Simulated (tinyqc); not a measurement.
Inside a calculation. Model: single-band model of a thermoelectric material. Computed by tinyqc, a small Python program that keeps every step. Command: `OMP_NUM_THREADS=1 python tinyqc.py 3014277 3014278 out.jsonl thermo walk`. One thread of a shared host (Intel(R) Xeon(R) Processor @ 2.30GHz), about 0.01 s of CPU time with the checks. Intermediate numbers are printed to about 7 digits and carried at full precision; extremes and crossings named in words are read from the listed rows.

One spherical band, one scattering law, no minority carriers and no phonon drag. In a real material minority carriers limit |S| to about E_g/(2 e T), so larger values are formal. eta = E_F/(k_B T) is counted from the band edge; f = 1/(1 + exp(x - eta)).

Inputs (values chosen for the exercise, for a model material):
```
quantity                                value        unit
density-of-states mass m                  1.1         m_0
non-parabolicity alpha                   0.62        1/eV
mobility parameter mu_300                1000  cm^2/(V s)
temperature exponent p                    0.5           -
lattice thermal conductivity kappa_L       70     W/(m K)
carrier density n                     1.9e+20      1/cm^3
temperature T                             890           K
```

Band: Kane. Scattering: polar optical (high temperature), r = 0.5.

Constants: m_0 = 9.1093837015e-31 kg; k_B = 1.380649e-23 J/K; hbar = 1.054571817e-34 J s; k_B = 8.617333262e-05 eV/K; e = 1.602176634e-19 C.

## Fermi level

With x = E/(k_B T), a = alpha k_B T (0 for a parabolic band), G = x (1 + a x), D = 1 + 2 a x and <y> = int y f (1 - f) dx, f = 1/(1 + exp(x - eta)): tau = tau_0 G^r/D; transport function s = G^(3/2 + r)/D^2; n = N_0 <G^(3/2)> with N_0 = (2 m k_B T)^(3/2)/(3 pi^2 hbar^3). Integrals over x = E/(k_B T) use 160 Gauss-Legendre points in u = sqrt(x) from 0 to sqrt(max(eta, 0) + 32). Solve for eta.

N_0 = 1.112828e+20 1/cm^3

reduced Fermi level eta = 0.4181303

## Transport integrals

The formulas are those given above.

<s> = 1.813200

<x s> = 5.855439

<x^2 s> = 23.91397

<G^(3/2)> = 1.707362

<G^(3/2 + 2r)/D^4> = 1.946051

## Coefficients

sigma = e mu_0 N_0 <s> with mu_0 = e tau_0/m = mu_300 (T/300 K)^(-p); |S| = (k_B/e)(<x s>/<s> - eta); Lorenz number L = (k_B/e)^2 (<x^2 s>/<s> - (<x s>/<s>)^2); kappa_e = L sigma T; zT = S^2 sigma T/(kappa_L + kappa_e). Hall factor r_H = <G^(3/2)> <G^(3/2 + 2r)/D^4>/<s>^2; drift mobility sigma/(n e) with n = N_0 <G^(3/2)>; power factor S^2 sigma.

conductivity sigma = 18769.37 S/cm

Seebeck coefficient |S| = 242.2513 microvolt/K

Lorenz number L = 2.049670 1e-8 V^2/K^2

drift mobility = 616.5747 cm^2/(V s)

Hall factor r_H = 1.010621

power factor = 1101.493 microwatt/(cm K^2)

kappa_e = 34.23920 W/(m K)

zT = 0.9404610

L is 84 % of the degenerate value pi^2/3 (k_B/e)^2 = 2.443. The charge carriers transport 33 % of the heat.

## Best doping

Quality factor B = (k_B/e)^2 e mu_0 N_0 T/kappa_L; zT is maximised over eta between -8 and 30.

quality factor B = 0.09773311

eta of the largest zT = 0.4954191

density of the largest zT = 2.013384e+20 1/cm^3

largest zT = 0.9411140

|S| at the largest zT = 237.6005 microvolt/K

The sample is underdoped by a factor 1.06 and reaches 100 % of the best zT.

## Against the Fermi level

The formulas are those given above.

The same material at other dopings:
```
eta    n (1/cm^3)  |S| (microvolt/K)  sigma (S/cm)  power factor (microwatt/(cm K^2))         zT
-4   3.193109e+18           588.9243  3.029192e+02                            105.062  0.1325464
-3   8.593475e+18           503.7584  8.164697e+02                            207.198  0.2580180
-2   2.275795e+19           420.2216  2.170596e+03                            383.297  0.4615408
-1   5.801508e+19           340.5729  5.582817e+03                            647.550  0.7196214
0    1.370493e+20           268.8087  1.341273e+04                            969.179  0.9140129
1    2.883356e+20           209.3086  2.888742e+04                           1265.560  0.9151083
2    5.331709e+20           163.7592  5.462065e+04                           1464.766  0.7573633
4    1.335583e+21           106.3017  1.390900e+05                           1571.723  0.4096929
6    2.578690e+21            75.4403  2.626306e+05                           1494.692  0.2211544
10   6.543754e+21            46.2630  6.024452e+05                           1289.391  0.0857186
```

|S| falls and sigma rises with eta, so their product S^2 sigma peaks: among these rows at eta = 4, and zT at eta = 1, where |S| = 209 microvolt/K. zT stays above 90 % of its best row from n = 1.4e20 to 2.9e20 per cm^3.

Checks made by the program: n recomputed from eta (relative difference below 1e-10).
